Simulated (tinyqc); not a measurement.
The fan of levels: Landau levels of massive Dirac electrons in two valleys.

H = hv (tau kx sx + ky sy) + (D/2) sz. Conduction levels E_N = sqrt(D^2/4 + 2N hv^2/l^2) - D/2 from the band edge; N = 1, 2, ... occur in both valleys, N = 0 in one valley only (its partner in the other valley lies at the valence edge). Each state is twofold in spin; spin splittings are left out.

In a field B along z: l = 1/sqrt((e/hbar) B) is the magnetic length, n_B = B/(h/e) the number of states per area in one level, hbar wc = 2 muB B/m for mass m in m0; 1/angstrom^2 = 1e16/cm^2.

Constants: e/hbar = 1.519267448e-05 1/(T angstrom^2); h/e = 413566.7697 T angstrom^2; muB = 5.788381798e-05 eV/T.

Parameters, chosen for this exercise (out of a larger set: a gapped graphene sheet; not measured data):
```
symbol  value                      unit         meaning
hv      5.97                       eV angstrom  hbar v
D       0.03                       eV           gap
Bs      (0.5, 1, 2, 4, 8, 12, 16)  T            fields
```

The four lowest levels against B, with their labels in order.

Levels (meV):
```
B (T)  first  second   third  fourth    order
0.500   0.00   12.69   21.17   28.01  0 1 2 3
1.00    0.00   21.17   33.90   43.94  0 1 2 3
4.00    0.00   52.50   79.28   99.98  0 1 2 3
8.00    0.00   79.28  117.49  146.91  0 1 2 3
12.0    0.00   99.98  146.91  183.02  0 1 2 3
16.0    0.00  117.49  171.76  213.49  0 1 2 3
```

Give the missing row, B (T) = 2.00.

Computed row:
```
B (T)  first  second  third  fourth    order
2.00    0.00   33.90  52.50   66.99  0 1 2 3
```

The fourth level grows as B^0.65 over the first two rows and B^0.54 over the last two (1 for a parabolic band without a fixed offset such as a valley splitting, 1/2 for massless Dirac electrons). The order of the levels does not change. Level 1 follows hbar wc = 2 hv^2/(l^2 D) while that is small against D: 577.6 meV against 117.5 meV in the last row.

tinyqc: `OMP_NUM_THREADS=1 python tinyqc.py 1281327 1281328 out.jsonl`; about 0.01 s, one thread, shared Intel(R) Xeon(R) Processor @ 2.30GHz.
